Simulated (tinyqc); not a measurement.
p-n diode with diffusion and depletion-layer recombination: two steps of the calculation.

Abrupt junction in the depletion approximation, low injection, full ionisation, neutral widths fixed, ohmic contact on the p side. Vj is the junction voltage; where a series resistance Rs is given, V = Vj + J Rs is the terminal voltage.

Values chosen for this exercise; band and dielectric values close to those of silicon:

| symbol | value | unit | meaning |
|---|---|---|---|
| T | 300 | K | temperature |
| Eg | 1.14 | eV | band gap |
| Nc | 2.78e19 | cm^-3 | conduction-band density of states at T |
| Nv | 2.65e19 | cm^-3 | valence-band density of states at T |
| Na | 2e16 | cm^-3 | acceptor density |
| Nd | 3e16 | cm^-3 | donor density |
| mun | 850 | cm^2/(V s) | electron mobility in the p side |
| mup | 370 | cm^2/(V s) | hole mobility in the n side |
| tn | 2e-9 | s | electron lifetime |
| tp | 6e-9 | s | hole lifetime |
| wp | 33 | um | neutral width of the p side |
| wn | 1 | um | neutral width of the n side |
| Sp | 1e7 | cm/s | recombination velocity at the n contact |
| Rs | 0.0011 | ohm cm^2 | series resistance |
| V | 0.7 | V | terminal voltage |

Constants: q = 1.602176634e-19 C, kB = 1.380649e-23 J/K, Vt = kB T/q. Results are converted to the units shown.

Question 1. Diffusion lengths and saturation currents. ni = sqrt(Nc Nv) exp(-Eg/(2 Vt)), Eg in volts; D = mu Vt; Ln = sqrt(Dn tn), Lp = sqrt(Dp tp); J0n = q ni^2 Dn coth(wp/Ln)/(Ln Na); J0p = (q ni^2 Dp/(Lp Nd)) (s + tanh(wn/Lp))/(1 + s tanh(wn/Lp)), s = Sp Lp/Dp.

Give: ni; Ln; Lp; J0n; J0p.

Answer 1.

ni = 7.2122e9 cm^-3
Ln = 2.0964 um
Lp = 2.3957 um
J0n = 4.3677e-11 A/cm^2
J0p = 2.7860e-11 A/cm^2

wp/Ln = 16 and wn/Lp = 0.42; electrons carry 61.1 % of the diffusion current.

Question 2. New Vj. Diffusion current alone: J = J0 (exp(Vj/Vt) - 1), g = Vj + J Rs - V, g' = 1 + Rs J0 exp(Vj/Vt)/Vt, Vj(new) = Vj - g/g'.

Vj after iteration 1 = 0.69999913 V
J0 = J0n + J0p = 7.1537089e-11 A/cm^2

Give: J; g; g'; Vj after iteration 2.

Answer 2.

J = 41.115 A/cm^2
g = 0.045226 V
g' = 2.7494
Vj after iteration 2 = 0.68355 V

tinyqc, about 0.01 s, one thread, Intel Xeon 2.30GHz (shared host): `OMP_NUM_THREADS=1 python tinyqc.py 2260119 2260120 out.jsonl`
